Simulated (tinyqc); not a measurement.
# Sharing a fixed EOT between the layers

Without charge in the stack, a voltage of 0.6 V over an EOT of 1.8 nm gives F1 = (V/EOT)(3.9/e1) and F2 = F1 e1/e2; t2 = e2 (EOT/3.9 - t1/e1).

Inputs (values chosen for the exercise):
```
symbol  value  unit                           meaning
e1       3.97        relative permittivity of layer 1
e2       22.3        relative permittivity of layer 2
```

Sharing a fixed EOT between the layers:
```
t1 (nm)	t2 (nm)	physical thickness (nm)	drop over layer 1 (V)	drop over layer 2 (V)
0	10.29	10.29	0	0.6000
0.22	9.057	9.277	0.07204	0.5280
0.44	7.821	8.261	0.1441	0.4559
0.67	6.529	7.199	0.2194	0.3806
0.89	5.293	6.183	0.2914	0.3086
1.11	4.057	5.167	0.3635	0.2365
1.33	2.822	4.152	0.4355	0.1645
1.56	1.530	3.090	0.5108	0.08917
```

What does the table show?

Each 0.1 nm of layer 1 costs 0.562 nm of layer 2, so the physical thickness falls from 10.3 to 3.09 nm. The fields do not change, 3.27 MV/cm in layer 1 and 0.583 MV/cm in layer 2, and layer 1 takes half of the voltage at t1 = 0.916 nm.

Computed by the program tinyqc: `OMP_NUM_THREADS=1 python tinyqc.py 2010093 2010094 out.jsonl`, one thread of a shared Intel Xeon 2.30GHz, about 0.01 s for the whole run.
